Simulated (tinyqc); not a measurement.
Gated graphene: carriers, quantum capacitance and optical conductivity: sweeps and comparisons. A value that a table varies takes the place of the one given here.

Cones E = +/- hv |k|, four flavours, D(E) = 2|E|/(pi hv^2). n = (2/pi)(kT/hv)^2 F_1(mu/kT), p = (2/pi)(kT/hv)^2 F_1(-mu/kT), in 1/angstrom^2 (1e16 for 1/cm^2); F_1(eta) = integral_0^infinity x dx/(1 + exp(x - eta)). Cq/e^2 = d(n - p)/d mu = (2 kT/(pi hv^2)) ln(2 + 2 cosh(mu/kT)).

Gate: V = mu/e + e (n - p)/Cox with Cox/e^2 = k/(4 pi e2 t), t in angstrom, e2 = e^2/(4 pi eps0); 1/(eV angstrom^2) in C/e^2 equals 1602.176634 microfarad/cm^2; total 1/C = 1/Cox + 1/Cq.

Conductivity over sigma0 = e^2/(4 hbar): interband Re = sinh(E/2kT)/(cosh(mu/kT) + cosh(E/2kT)); intraband Re = (8 kT/pi) ln(2 cosh(mu/2kT)) Gm/(E^2 + Gm^2). A free sheet absorbs about pi alpha_f Re(sigma/sigma0), alpha_f the fine-structure constant (alpha among the constants).

Constants: kB = 8.617333262e-05 eV/K; e^2/(4 pi eps0) = 14.39964547 eV angstrom; fine-structure constant alpha = 0.007297352564.

Inputs chosen for the exercise (Fermi velocity near that of graphene, gate dielectric near HfO2; the results hold for these values, not for the real material): hv = 6.86 eV angstrom (hbar vF); T = 400 K; k = 18.49 (dielectric constant of the gate layer); t = 5 nm (its thickness); Gm = 5 meV (intraband damping); V = -0.25 V (gate voltage from the neutrality point).

## Gate sweep

Results:

| V (V) | mu (eV) | n - p (1/cm^2) | n + p (1/cm^2) | Cq (microfarad/cm^2) | C/Cox | Cox V/e (1/cm^2) |
|---|---|---|---|---|---|---|
| 0 | 0.0000 | 0 | 2.64e+11 | 1.04 | 0.240 | 0 |
| 0.0075 | 0.0057 | 3.69e+10 | 2.67e+11 | 1.04 | 0.241 | 1.53e+11 |
| 0.020 | 0.0152 | 9.91e+10 | 2.80e+11 | 1.07 | 0.247 | 4.09e+11 |
| 0.050 | 0.0374 | 2.58e+11 | 3.59e+11 | 1.25 | 0.276 | 1.02e+12 |
| 0.10 | 0.0719 | 5.75e+11 | 6.14e+11 | 1.73 | 0.346 | 2.04e+12 |
| 0.17 | 0.1143 | 1.14e+12 | 1.15e+12 | 2.53 | 0.436 | 3.47e+12 |
| 0.25 | 0.1563 | 1.91e+12 | 1.92e+12 | 3.40 | 0.510 | 5.11e+12 |
| 0.38 | 0.2146 | 3.38e+12 | 3.38e+12 | 4.65 | 0.587 | 7.77e+12 |
| 0.55 | 0.2792 | 5.54e+12 | 5.54e+12 | 6.05 | 0.649 | 1.12e+13 |

At neutrality n + p = 2.64e+11 1/cm^2 of thermal carriers remain and C/Cox = 0.240; at the last row C/Cox = 0.649 and the plain capacitor rule overstates n - p by 103.1 %. Between the last two rows mu goes as V^0.71; for |mu| well above kT the limits are 1/2 where Cox is small against Cq and 1 where it is large.

## Absorption spectrum

mu = -0.15634 eV

Results:

| E (eV) | interband | intraband | absorption (%) |
|---|---|---|---|
| 0.031 | 0.0097 | 1.0141 | 2.347 |
| 0.063 | 0.0218 | 0.2504 | 0.624 |
| 0.109 | 0.0473 | 0.0840 | 0.301 |
| 0.156 | 0.0923 | 0.0410 | 0.306 |
| 0.219 | 0.2040 | 0.0208 | 0.515 |
| 0.266 | 0.3367 | 0.0141 | 0.804 |
| 0.313 | 0.5011 | 0.0102 | 1.172 |
| 0.360 | 0.6651 | 0.0077 | 1.543 |
| 0.406 | 0.7947 | 0.0061 | 1.836 |
| 0.500 | 0.9380 | 0.0040 | 2.160 |
| 0.625 | 0.9893 | 0.0026 | 2.274 |
| 0.938 | 0.9999 | 0.0011 | 2.295 |

The edge lies at 2|mu| = 0.313 eV and, for |mu| above about 3 kT (here 4.5), rises from 10 % to 90 % over about 8.8 kT = 0.303 eV. The absorption is lowest, 0.301 %, at 0.109 eV of those listed, between the Drude tail and the edge; at the last row it is 2.295 % against pi alpha_f = 2.293 %. The thin-sheet formula fails where the absorption is large, and trigonal warping matters above about 1.5 eV.

## What moves the Fermi level

All results formed anew. Each row changes one parameter from the base and keeps the others.

Results:

| case | mu (eV) | n - p (1/cm^2) | C/Cox |
|---|---|---|---|
| base | -0.1563 | -1.914e+12 | 0.5097 |
| V = -0.325 V | -0.1912 | -2.735e+12 | 0.5589 |
| t = 3.5 nm | -0.1723 | -2.269e+12 | 0.4446 |
| k = 22.19 | -0.1646 | -2.094e+12 | 0.4767 |
| hv = 7.55 eV angstrom | -0.1650 | -1.737e+12 | 0.4750 |
| T = 500 K | -0.1530 | -1.982e+12 | 0.5071 |

The largest shifts from the base row, up to three for each result and ties (the steps differ in size, so this ranks the rows, not the parameters). mu (eV): V -0.0348, t -0.0159, hv -0.0087. n - p (1/cm^2): V -8.21e+11, t -3.55e+11, k -1.80e+11. C/Cox: t -0.0652, V +0.0492, hv -0.0347.

(tinyqc, `OMP_NUM_THREADS=1 python tinyqc.py 1681614 1681615 out.jsonl`, Intel(R) Xeon(R) Processor @ 2.30GHz, 1 thread, shared host, about 0.01 s.)
